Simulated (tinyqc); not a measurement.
# Changing the pair energy w (positive repels)

Model: adsorption as a lattice gas: isotherms with interactions, competition, desorption peaks and saturation dose. Computed by tinyqc, a small Python program. Command: `OMP_NUM_THREADS=1 python tinyqc.py 3006646 3006647 out.jsonl adsorb sweep`. One thread of a shared host (Intel(R) Xeon(R) Processor @ 2.30GHz), about 0.01 s of CPU time with the checks.

One adsorbate per site; a molecule needs 1 empty site. Gas and surface have the same temperature.

Inputs (values chosen for the exercise, for a model surface):

| quantity | value | unit |
|---|---|---|
| desorption energy E | 0.969 | eV |
| prefactor nu | 2.3e+13 | 1/s |
| neighbours z | 4 | - |
| site density N_s | 3.5 | 1/nm^2 |
| molecular mass M | 173 | u |
| sticking coefficient s0 | 0.026 | - |
| temperature T | 444 | K |
| pressure p | 3.7 | Pa |
| blocking by a second gas, K_B p_B | 0.11 | - |

Adsorption: molecular (first order).

Constants: u = 1.6605390666e-27 kg; k_B = 1.380649e-23 J/K; k_B = 8.617333262e-05 eV/K.

Method. Flux F = p/sqrt(2 pi M k_B T); k_d = nu exp(-E/(k_B T)); s0 F (1 - theta) = N_s k_d theta, so y = s0 F/(N_s k_d), theta = y/(1 + y). With a second gas on the same sites theta = y/(1 + y + K_B p_B). With u = w/(k_B T). Mean field: theta/(1 - theta) = y exp(-z u theta). Quasi-chemical: theta/(1 - theta) = y [(r - 1 + 2 theta)(1 - theta)/((r + 1 - 2 theta) theta)]^(-z/2) exp(-z u/2), r = sqrt(1 - 4 theta (1 - theta)(1 - exp(-u))).

One run for each value:

| pair energy w (positive repels) (eV) | coverage, mean field | coverage, quasi-chemical | u |
|---|---|---|---|
| -0.0340 | 0.9730 | 0.9714 | -0.889 |
| -0.0180 | 0.8483 | 0.8411 | -0.470 |
| -0.0019 | 0.5588 | 0.5587 | -0.050 |
| 0.0140 | 0.3903 | 0.3929 | 0.366 |
| 0.0310 | 0.3000 | 0.3142 | 0.810 |
| 0.0470 | 0.2496 | 0.2776 | 1.228 |
| 0.0630 | 0.2153 | 0.2572 | 1.647 |
| 0.0790 | 0.1904 | 0.2451 | 2.065 |
| 0.0950 | 0.1713 | 0.2377 | 2.483 |

Over the rows, coverage, mean field falls from 0.973 to 0.171; coverage, quasi-chemical falls from 0.971 to 0.238; u rises from -0.889 to 2.48.

Caution (rows 0.0470, 0.0630, 0.0790, 0.0950): for z u near 4 or above (near 8 on the triangular lattice, z = 6) mean field itself predicts sublattice order near half coverage (the exact threshold is higher); both uniform formulas leave ordering out.
